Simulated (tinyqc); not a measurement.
## Well width for a wanted wavelength

Question. The layer is x parts of the first compound and 1 - x of the second, grown coherently on the second as substrate and barrier. Rows of the table: lattice constant a, average valence level Ea on an absolute scale, spin-orbit splitting so, gaps at Gamma, X and L, hydrostatic deformation potentials av and ac (Gamma), shear potential b, elastic constants, electron and heavy-hole (along z) masses. All are interpolated linearly in x; gaps get -C x (1 - x), taken wholly in the conduction band; real line-ups can differ from this model by 0.1 eV or more. In-plane strain e = (a_substrate - a)/a, e_z = -2 (c12/c11) e, volume change 2 e + e_z. With v = 2 e + e_z and d = 2 b (e_z - e): Eav = Ea + av v; E_hh = Eav + so/3 - d/2; E_lh = Eav - so/6 + d/4 + sqrt(so^2 + so d + 9 d^2/4)/2; E_c = Ea + so/3 + EG + ac v (Gamma). Substrate: E_v = Ea + so/3, E_c = E_v + EG. Well depths: dEc = E_c(substrate) - E_c, dEhh = E_hh - E_v(substrate), dElh likewise; strained Gamma gap E_c - max(E_hh, E_lh); positive values confine carriers in the layer. Lowest level of a finite well of width Lw and depth V: kw Lw/2 = arctan(sqrt((mw/mb)(V - E)/E)), kw = sqrt(mw E/C), C = hbar^2/(2 m0), for electrons (dEc) and heavy holes (dEhh), mb from the substrate; transition E_c - E_hh + both levels, without exciton binding; wavelength h c/E. Find Lw and the two levels.

Parameters, values chosen for the exercise:
- x = 0.17 (fraction of the first compound in the layer)
- CG = 0.477 eV (bowing of the Gamma gap)
- CX = 1.4 eV (bowing of the X gap)
- CL = 0.33 eV (bowing of the L gap)

Constants: q = 1.602176634e-19 C, hbar = 1.054571817e-34 J s, h = 6.62607015e-34 J s, m0 = 9.1093837015e-31 kg, c = 299792458 m/s, hbar^2/(2 m0) = 0.0380998212 eV nm^2. Results are converted to the units shown.

Binary compounds, values chosen for the exercise:
```
,close to InAs,close to GaAs
a (angstrom),6.058,5.653
Ea (eV),-6.67,-6.92
so (eV),0.385,0.335
EG (eV),0.359,1.45
EX (eV),1.39,1.89
EL (eV),1.08,1.69
av (eV),1,1.17
ac (eV),-5.14,-7.22
b (eV),-1.8,-1.68
c11 (GPa),83.3,117
c12 (GPa),45.2,53.1
me (m0),0.0233,0.067
mh (m0),0.327,0.353
```

wavelength = 934.73814 nm

Solution. Both levels fall steadily as the well widens, so the wavelength rises steadily and one width matches.

Lw = 5.900 nm
electron level = 50.71 meV
heavy-hole level = 14.90 meV

Numbers from tinyqc (`OMP_NUM_THREADS=1 python tinyqc.py 2690064 2690065 out.jsonl`; about 0.01 s on one thread of a shared Intel Xeon 2.30GHz).
